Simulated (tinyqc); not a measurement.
# Heavy doping: band filling, gap narrowing, band tails and the effective intrinsic density, step by step

A worked calculation. Computed by tinyqc, a small Python program that keeps every step. Command: `OMP_NUM_THREADS=1 python tinyqc.py 3006199 3006200 out.jsonl gapnarrow walk`. One thread of a shared host (Intel(R) Xeon(R) Processor @ 2.30GHz), about 0.02 s of CPU time with the checks. Intermediate numbers are printed to about 6 digits and carried at full precision; extremes and crossings named in words are read from the listed rows.

An n-type crystal above its Mott density, with all dopants ionised: n = N_D - N_A, ionised centres N_I = N_D + N_A. Valleys are taken as spherical with mass m_e.

Inputs (values chosen for the exercise, modelled on InAs):
```
quantity                      value   unit
gap E_g                        0.35     eV
electron mass m_e            0.0267    m_0
valleys M_c                       1      -
hole mass m_h                 0.416    m_0
dielectric constant eps        15.1      -
donor density N_D           1.2e+18  cm^-3
compensation ratio N_A/N_D        0      -
temperature T                   300      K
```

Conduction band: non-parabolic (Kane).

Constants: a_0 = 0.529177210903 angstrom; Ry = 13.605693123 eV; k_B = 8.617333262e-05 eV/K; hbar^2/(2 m_0) = 3.80998212 eV angstrom^2; e = 1.602176634e-19 C; eps_0 = 8.8541878128e-12 F/m; e^2/(4 pi eps_0) = 14.39964548 eV angstrom.

## Scales

n = N_D (1 - ratio); Ry* = Ry m_e/eps^2, a* = a_0 eps/m_e; r_s = (3/(4 pi n))^(1/3)/a*; k_F = (3 pi^2 n/M_c)^(1/3); Mott density (0.26/a*)^3.

n = 1.20e+18 cm^-3

Ry* = 1.59323 meV

a* = 299.273 angstrom

r_s = 0.195064

k_F = 0.0328751 1/angstrom

Mott density = 6.55722e+14 cm^-3

## Band filling

n = M_c (1/(2 pi^2)) (m_e/(hbar^2/2m_0))^(3/2) int sqrt(E (1 + aE)) (1 + 2 aE) f dE with a = (1 - m_e)^2/E_g, f = 1/(1 + exp((E - E_F)/k_B T)); trapezoid rule in t = sqrt(E/k_B T), step 0.02 up to 12; E_F by bisection from the band edge. At T = 0, E_F (1 + a E_F) = (hbar^2/2m_0) k_F^2/m_e; dn/dE_F uses f (1 - f)/k_B T in place of f.

E_F above the band edge = 107.417 meV

E_F at T = 0 = 117.105 meV

E_F/k_B T = 4.15508

dn/dE_F = 1.79750e+19 cm^-3/eV

## Screening, narrowing and potential fluctuations

Screening: q^2 = (e/(eps eps_0)) dn/dE_F. Exchange lowers the conduction band by (1/pi) k_F e^2/(4 pi eps_0 eps) (T = 0 Hartree-Fock at k_F, taken as a rigid shift). Screening raises the valence band by (q/2) e^2/(4 pi eps_0 eps) (static Coulomb hole). The narrowing is the sum; electron correlation and carrier-ion shifts are left out. Root-mean-square potential of randomly placed ions: V_rms = (e^2/(4 pi eps_0 eps)) sqrt(2 pi N_I/q).

screening length 1/q = 68.1355 angstrom

exchange term = 9.97912 meV

Coulomb-hole term = 6.99796 meV

gap narrowing = 16.9771 meV

V_rms = 21.6143 meV

V_rms is 0.20 of the larger of E_F and k_B T, so band tails are a small correction. Caution: the screening length is well below a*, where static Thomas-Fermi screening overstates the Coulomb hole.

## What optics and devices see

Absorption edge of a direct gap, from the valence band at k_F (T = 0 value) to the Fermi level: E_g - narrowing + E_F + (hbar^2/2m_0) k_F^2/m_h, k_F = (3 pi^2 n)^(1/3); the shift is the edge less E_g. n p/n_i^2 = exp(narrowing/k_B T) x (n/N) exp(-E_F/k_B T), N being the limit of n exp(-E_F/k_B T) far below the edge (taken at E_F = -12 k_B T); apparent narrowing = k_B T ln(n p/n_i^2).

shift of the absorption edge = 100.338 meV

absorption edge = 0.450338 eV

apparent narrowing = -34.8775 meV

log10(n p/n_i^2) = -0.585916

Degeneracy takes back 51.9 meV of the 17.0 meV of narrowing, so the minority density ends below its ideal value n_i^2/n.

## Filling against narrowing

The compensation ratio is held; the absorption edge is given only for E_F above 2 k_B T.

Against carrier density (energies in meV):
```
n (cm^-3)      E_F  narrowing  apparent narrowing    V_rms  shift of the absorption edge
1.20e+17     2.718     7.8148               1.132  10.1349                             -
2.40e+17    26.829     9.9945              -2.879  12.5390                             -
4.80e+17    55.986    12.6250             -11.487  15.7492                        48.735
8.40e+17    85.215    15.1432             -23.730  19.0855                        77.876
1.20e+18   107.417    16.9771             -34.877  21.6143                       100.338
1.90e+18   141.102    19.6616             -53.999  25.3887                       134.888
3.00e+18   181.315    22.7589             -79.306  29.7816                       176.789
4.80e+18   230.969    26.4793            -113.089  35.0605                       229.432
```

Narrowing grows with exponent 0.32 between the last rows (exchange goes as n^(1/3), the Coulomb hole as n^(1/6) in a degenerate parabolic band) and E_F with 0.51 (2/3 for a parabolic band at T = 0, towards 1/3 in a Kane band). The apparent narrowing falls over all rows, since E_F grows faster than the narrowing. In rows with E_F below 2 k_B T the T = 0 exchange term is overstated. Filling outweighs narrowing at the absorption edge in every degenerate row (a net Burstein-Moss blue shift).

Checks made by the program: E_F at low temperature against the T = 0 value (relative difference 5e-04).
